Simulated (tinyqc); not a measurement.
Scattering mobility, thermal velocity and mass from two apparent mobilities.

Inverse problem. 1/mu_app = 1/mu_0 + 1/mu_B with the ballistic mobility mu_B = vT L/(2 Vt) and vT = sqrt(2 kB T/(pi m)) (non-degenerate carriers); the mean free path is 2 Vt mu_0/vT. Find mu_0, vT, m and the mean free path.

Inputs (values chosen for the exercise):
- T = 325 K (temperature)

Constants: q = 1.602176634e-19 C, kB = 1.380649e-23 J/K, m0 = 9.1093837015e-31 kg, Vt = kB T/q. Results are converted to the units shown.

apparent mobility at L = 15 and 400 nm (cm^2/(V s)): [151.45492, 342.32395]

Solution. 1/mu_app is linear in 1/L: the slope is 2 Vt/vT and the intercept 1/mu_0.

mu_0 = 360.0 cm^2/(V s)
vT = 9.763e6 cm/s
m = 0.3290 m0
mean free path = 20.65 nm

tinyqc, about 0.01 s, one thread, Intel Xeon 2.30GHz (shared host): `OMP_NUM_THREADS=1 python tinyqc.py 2380117 2380118 out.jsonl`
